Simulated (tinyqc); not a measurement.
Conductance of a narrow metal strip with scatterers (square lattice, Green functions): sweeps and comparisons. A value that a table varies takes the place of the one given here.

A strip of W sites across with hard walls, site energy 0 and hopping -t. Mode n = 1 to W has profile chi_n(j) = sqrt(2/(W + 1)) sin(n j pi/(W + 1)) and energy en = -2t cos(n pi/(W + 1)); E = en - 2t cos(kn a). With z_n = exp(i kn a) (Im k > 0 for closed modes, |z| < 1) each lead gives the self-energy -t z_n in mode n. One column carries the site energies v, here a notch at the edge (a site raised out of reach). In the mode basis V_nm = sum_j chi_n(j) v_j chi_m(j), G = (E - en + 2 t z_n - V)^-1, and t_nm = 2t sqrt(sin(kn a) sin(km a)) G_nm in size for open modes. T = sum |t_nm|^2, conductance (2e^2/h) T.

Constants: e^2/h = 3.874045865e-05 S.

Parameters, chosen for this exercise (hopping and spacing of the size met in Cu or Al; the lattice is a model; not measured data): t = 1.47 eV (hopping); W = 3 (sites across); v = (50, 0, 0) eV (site energies in the scattering column); a = 2.83 angstrom (spacing); E = -0.52 eV (Fermi energy).

## Conductance steps with and without the scatterer

E is varied across the lower half of the band.

Against energy:
```
E/t    E (eV)  open modes       T  reflected
-3.30  -4.851           1  0.3551     0.6449
-2.95  -4.337           1  0.7343     0.2657
-2.65  -3.896           1  0.8560     0.1440
-2.30  -3.381           1  0.9395     0.0605
-1.95  -2.866           2  1.0093     0.9907
-1.65  -2.425           2  1.0550     0.9450
-1.30  -1.911           2  1.1174     0.8826
-0.95  -1.397           2  1.2334     0.7666
-0.65  -0.956           2  1.6276     0.3724
-0.30  -0.441           3  2.0021     0.9979
0.05    0.073           3  2.0024     0.9976
```

How do the results move?

The clean strip goes from 1 to 3 open modes. The reflected flux ranges from 0.060 (E/t = -2.3) to 0.998 (E/t = -0.3). A scatterer on one site acts on one combination of modes only, so it can reflect at most one unit.

## The same scatterer in wider strips

Width (W + 1) a; the strength is the entry of v largest in size. The notch stays one site deep. Added resistance (1/T - 1/M)/(2 e^2/h), M the number of open modes.

Against width:
```
W   width (angstrom)   M        T     T/M  added resistance (ohm)
3               11.3   3   2.0019  0.6673                  2144.9
4               14.2   4   3.0011  0.7503                  1074.0
5               17.0   4   3.0938  0.7735                   945.0
6               19.8   5   4.0281  0.8056                   622.8
8               25.5   7   6.0075  0.8582                   304.6
10              31.1   8   7.0972  0.8872                   205.2
14              42.5  12  11.0075  0.9173                    97.0
20              59.4  16  15.1640  0.9477                    44.5
```

How do the results move?

The added resistance is 2145 ohm at W = 3 and 44.5 at W = 20; from W = 10 to 20 it changes by a factor 0.22, where 1/M gives 0.50 and 1/M^2 gives 0.25. A point scatterer removes at most one unit of M (here 0.84 to 1.00), so its resistance is at most 1/(M (M - 1)) in units of h/2e^2, without bound for M = 1, with jumps where modes open or where the site sits near a node of the open modes; the largest value is at W = 3 (2145 ohm).

## What each change does

Open modes M, T and the added resistance (1/T - 1/M)/(2 e^2/h). Each row changes one parameter from the base and keeps the others.

Results:
```
case                M       T  added resistance (ohm)
base                3  2.0019                    2145
t = 1.529 eV        3  2.0021                    2144
E = -0.4 eV         3  2.0021                    2144
v = (50, 50, 0) eV  3  1.0037                    8556
```

How do the results move?

The largest shifts from the base row, up to three for each result and ties (the steps differ in size, so this ranks the rows, not the parameters). M: unchanged at the printed digits by t, E and v. T: v -0.9982, t +0.0002, E +0.0002. added resistance (ohm): v +6412, t -1, E -1.

Computed by tinyqc, a small Python program: `OMP_NUM_THREADS=1 python tinyqc.py 1481425 1481426 out.jsonl` (the numbers bound the seed that draws the inputs); one thread of a shared host (Intel(R) Xeon(R) Processor @ 2.30GHz), about 0.01 s for the whole set of steps.
